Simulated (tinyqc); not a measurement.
Worked calculation: two-node Weyl semimetal on a cubic lattice and its slab. Values are carried at full precision from step to step, so a last printed digit may differ when a step is redone from the rounded ones.

H = d.s with dx = t sin kx, dy = t sin ky, dz = m (2 - cos kx - cos ky) + M(kz), M = tz (cos k0 - cos kz), k in 1/a. Nodes at (0, 0, +/-k0). Berry curvature of the lower band along z: Omega = d.(dd/dkx x dd/dky)/(2|d|^3), in the sense curl of i<u|grad u>.

Parameters, chosen for this exercise: t = 0.66 eV (hopping in sx and sy); m = 1 eV (mass term); tz = 0.37 eV (hopping along z); k0 = 0.82 1/a (position of the nodes); k = (0.38, 0.14, 2.69) 1/a (wave vector); N = 4 (layers of the small slab); ky = 0.15 1/a; kz = 0.4 1/a.

## One k point

Form M, d, E = -/+ |d| and Omega.

M(kz) = 0.5853 eV

dx, dy, dz (eV): [0.2448, 0.0921, 0.6664]

|E| = 0.7159 eV
Omega = 0.2721 a^2

## The nodes

Near (0,0,+/-k0): d = (t qx, t qy, +/- tz sin(k0) qz). The chirality is the sign of the product of the three velocities. Each plane of fixed kz with -2m < M < 0 has Chern number -1 in the sense above, so the sum over planes gives sigma_xy of size (e^2/h) 2 k0/(2 pi a).

velocities at +k0 (eV a): [0.6600, 0.6600, 0.2705]

chirality: +k0 1, -k0 -1

|sigma_xy| = 0.2610 e^2/(h a)
M(0) = -0.1176 eV

## The slab at one surface momentum

Slab of N layers along x with hard walls: layer block t sin(ky) sy + (m (2 - cos ky) + M(kz)) sz, block to the next layer t sx/(2i) - m sz/2.

Fill in the matrix.

H (eV), rows 1+, 1-, 2+, 2-, 3+, 3-, 4+, 4- and columns alike:
$$\begin{pmatrix}
0.9229 & -0.0986i & -0.5000 & -0.3300i & 0 & 0 & 0 & 0 \\
0.0986i & -0.9229 & -0.3300i & 0.5000 & 0 & 0 & 0 & 0 \\
-0.5000 & 0.3300i & 0.9229 & -0.0986i & -0.5000 & -0.3300i & 0 & 0 \\
0.3300i & 0.5000 & 0.0986i & -0.9229 & -0.3300i & 0.5000 & 0 & 0 \\
0 & 0 & -0.5000 & 0.3300i & 0.9229 & -0.0986i & -0.5000 & -0.3300i \\
0 & 0 & 0.3300i & 0.5000 & 0.0986i & -0.9229 & -0.3300i & 0.5000 \\
0 & 0 & 0 & 0 & -0.5000 & 0.3300i & 0.9229 & -0.0986i \\
0 & 0 & 0 & 0 & 0.3300i & 0.5000 & 0.0986i & -0.9229
\end{pmatrix}$$

## Levels and layer weights of the middle pair

Diagonalise; sum the weights over the two components of each layer.

levels (eV): [-1.7662, -1.3427, -0.7897, -0.2301, 0.2301, 0.7897, 1.3427, 1.7662]

weights, rows lower, upper; columns layer 1, layer 2, layer 3, layer 4:
$$\begin{pmatrix}
0.276 & 0.331 & 0.254 & 0.139 \\
0.139 & 0.254 & 0.331 & 0.276
\end{pmatrix}$$

The matrix belongs to ky = 0.15, kz = 0.4, where the mass m (1 - cos ky) + M(kz) is -0.0771 eV and t sin(ky) = 0.0986 eV. A negative mass binds arc states at -/+ t sin(ky) on opposite faces; here one outer layer holds 28 % and the other 14 %, and the overlap across the thin slab moves the level by +131.5 meV.

## Checks

- Omega from the formula against a plaquette of side 1e-4: both 0.2721.
- C of the plane kz = 0 against -1: -0.999 against -1.00.

(tinyqc, `OMP_NUM_THREADS=1 python tinyqc.py 1482260 1482261 out.jsonl`, Intel(R) Xeon(R) Processor @ 2.30GHz, 1 thread, shared host, about 0.3 s.)
